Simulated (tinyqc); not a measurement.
Six-transistor SRAM cell, nodal equations and margins: one step of the calculation.

Two cross-coupled inverters (pull-down bn, pull-up bp) hold the nodes Q and QB; access transistors (ba, threshold VTn, gate on the word line at Vdd when selected) join them to the bit lines. Transistor (EKV form, voltages against the body): I = 2 n b Vt^2 [F(vp - Vs) - F(vp - Vd)] from drain to source, F(v) = ln^2(1 + exp(v/(2 Vt))), vp = (Vg - VT + sg |Vd - Vs|)/n. n-channel bodies are at 0; for the p-channel device all voltages are counted down from Vdd. b in uA/V^2 gives I in uA. For an access transistor the bit line is the drain and the node the source. In a read both bit lines are at Vdd. The cell is symmetric (no mismatch).

Problem. Node voltages in a read by Newton steps. F1 = In(gate QB, drain Q) - Ip(gate QB, drain Q) - Ia(bit line, Q), F2 the same with Q and QB exchanged; J by central differences with +/- 1e-6 V; solve J d = -F, limit each component to +/- 0.15 V and add.

Parameters, values chosen for the exercise: temperature T = 300 K; supply voltage Vdd = 0.8 V; slope factor n = 1.13; drain-induced barrier lowering sg = 0.109; n-channel threshold VTn = 0.39 V; p-channel threshold (magnitude) VTp = 0.37 V; gain factor of the pull-down transistor bn = 150 uA/V^2; gain factor of the access transistor ba = 100 uA/V^2; gain factor of the pull-up transistor bp = 44 uA/V^2.

Constants: q = 1.602176634e-19 C, kB = 1.380649e-23 J/K, Vt = kB T/q. Results are converted to the units shown.

(Q, QB) after iteration 1 (V): Q 0.09433429, QB 0.79999842

Wanted: F1, F2; J; (Q, QB) after iteration 2.

Solution.

F1, F2 (uA): [-1.219, 0.000]

J (uS):
```
        Q     QB
F1  90.08  14.27
F2   0.01  14.73
```

(Q, QB) after iteration 2 (V): Q 0.1079, QB 0.8000

tinyqc, about 0.2 s, one thread, Intel Xeon 2.30GHz (shared host): `OMP_NUM_THREADS=1 python tinyqc.py 2340107 2340108 out.jsonl`
